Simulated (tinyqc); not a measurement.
## Hole mobility in a silicon inversion layer, empirical terms and Matthiessen rule: effect of the temperature

Inversion layer of sheet density Ns on a uniformly doped body. The mobility terms are empirical power laws with prefactors chosen for the exercise; adding their inverses (Matthiessen) is itself an approximation.

Nc and Nv are given at 300 K and scale as (T/300 K)^1.5; Eg is fixed. ni = sqrt(Nc Nv) exp(-Eg/(2 Vt)), Eg in volts; Ndep = sqrt(2 eps0 eps_r Nb (2 Vt ln(Nb/ni) + Vsb)/q); E = q (Ndep + eta Ns)/(eps0 eps_r), in MV/cm. With t = T/(300 K): muC = Ac (Ns/1e12 cm^-2) t/(Nb/1e17 cm^-3 + Nit/1e11 cm^-2), muP = Ap E^(-1/3) t^(-1.75), muS = As E^(-gs); 1/mu is the sum of the inverses.

Values chosen for this exercise; material values close to those of silicon: band gap Eg = 1.1 eV; relative permittivity of the semiconductor eps_r = 11.9; conduction-band density of states at the reference temperature Nc = 2.85e19 cm^-3; valence-band density of states at the reference temperature Nv = 2.65e19 cm^-3; body doping Nb = 1.7e17 cm^-3; reverse body bias Vsb = 0 V; weight of the inversion charge in the effective field eta = 0.3333; phonon-limited mobility at 1 MV/cm and 300 K Ap = 120 cm^2/(V s); roughness-limited mobility at 1 MV/cm As = 304 cm^2/(V s); exponent of the roughness term gs = 1.3; Coulomb prefactor Ac = 1800 cm^2/(V s); charge at the interface Nit = 1.5e10 cm^-2; inversion density Ns = 2.3e12 cm^-2.

Constants: q = 1.602176634e-19 C, kB = 1.380649e-23 J/K, Vt = kB T/q, eps0 = 8.8541878128e-14 F/cm where lengths are in cm. Results are converted to the units shown.

Effect of the temperature:
```
T (K)	E (MV/cm)	muC (cm^2/(V s))	muP (cm^2/(V s))	muS (cm^2/(V s))	mu (cm^2/(V s))
120	0.34657	895.14	849.14	1205.4	320.06
160	0.34232	1193.5	515.37	1224.9	278.20
200	0.33768	1491.9	350.35	1246.8	231.13
250	0.33140	1864.9	238.58	1277.7	181.48
300	0.32460	2237.8	174.61	1312.6	144.18
350	0.31729	2610.8	134.34	1352.0	116.73
400	0.30946	2983.8	107.24	1396.7	96.372
450	0.30107	3356.8	88.064	1447.5	81.010
```

What does the comparison show?

As T goes from 120 to 450 K, E falls from 0.347 to 0.301 MV/cm and mu falls from 320 to 81.0 cm^2/(V s). The phonon term is the smallest in the first and the last row. For T = 120 to 160 K dopant freeze-out and degenerate screening, left out here, matter.

Numbers from tinyqc (`OMP_NUM_THREADS=1 python tinyqc.py 2510040 2510041 out.jsonl`; about 0.01 s on one thread of a shared Intel Xeon 2.30GHz).
